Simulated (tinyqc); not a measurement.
Brouwer diagram: defect equilibria of an oxide against oxygen pressure (mass action). Computed by tinyqc, a small Python program. Command: `OMP_NUM_THREADS=1 python tinyqc.py 3014046 3014047 out.jsonl brouwer walk`. One thread of a shared host (Intel(R) Xeon(R) Processor @ 2.30GHz), about 0.01 s of CPU time with the checks.

Defects: oxygen vacancies V (charge +2), electrons n, holes p, the ionic partner X = V_M'''' (charge -4), and the dopant. Activities are taken equal to concentrations.

Inputs (values chosen for the exercise, for a model oxide):
```
quantity,value,unit
reduction enthalpy H_r,5.38,eV
prefactor K_r0,1.9e+67,cm^-9 atm^(1/2)
gap E_g,3.59,eV
prefactor N_c N_v,2.7e+41,cm^-6
disorder enthalpy H_s,6.06,eV
prefactor K_s0,2.4e+67,cm^-9
dopant density N_d,4.1e+20,cm^-3
temperature T,1200,K
```

Ionic disorder: Schottky, oxide MO2. Dopant (singly charged, fully ionised): donor.

Constants: k_B = 8.617333262e-05 eV/K.

Method:
- K_r = K_r0 exp(-H_r/k_B T) = [V] n^2 P^(1/2); K_i = N_c N_v exp(-E_g/k_B T) = n p; K_s = K_s0 exp(-H_s/k_B T) = [X] [V]^2.
- Neutrality: 2 [V] + p + N_d = n + 4 [X]. With n as the unknown, [V] = K_r/(n^2 P^(1/2)), p = K_i/n, [X] = K_s/[V]^2; the log ratio is ln(positive/negative).
- The root is found by 60 bisections in ln n between n = 1e-10 and 1e25 cm^-3.
- The slope is d log n / d log P from this row and the one above; the last column names the largest term on each side. Pressures that give more than 3e21 cm^-3 are left out.

K_r = 4.82779e+44 cm^-9 atm^(1/2)

K_i = 2.25958e+26 cm^-6

K_s = 8.49829e+41 cm^-9

Log10 of the densities in cm^-3:
```
log10 P (atm),n,[V],p,[X],slope of n,balance
-32,20.659,19.365,5.6947,3.199,-,N_d = n
-28,20.613,17.457,5.7406,7.015,-0.01148,N_d = n
-24,20.613,15.458,5.7412,11.013,-0.00015,N_d = n
-20,20.613,13.458,5.7412,15.013,0.00000,N_d = n
-16,20.579,11.525,5.7746,18.880,-0.00834,N_d = n
-12,19.842,11.000,6.5120,19.930,-0.18434,N_d = 4 [X]
-8,18.860,10.963,7.4937,20.003,-0.24544,N_d = 4 [X]
-4,17.862,10.960,8.4920,20.010,-0.24956,N_d = 4 [X]
0,16.862,10.959,9.4918,20.011,-0.24996,N_d = 4 [X]
```

What follows from these numbers?

Regimes: N_d = n from log P = -32 to -16, where that balance predicts a slope of 0 and the table comes as close as 0.000; N_d = 4 [X] from log P = -12 to 0, where that balance predicts a slope of -1/4 and the table comes as close as -0.250. Rows with n or p near or above sqrt(N_c N_v) are degenerate, and n p = K_i is then only nominal.

Extremes, crossings and ranges named in words are read from the listed rows.
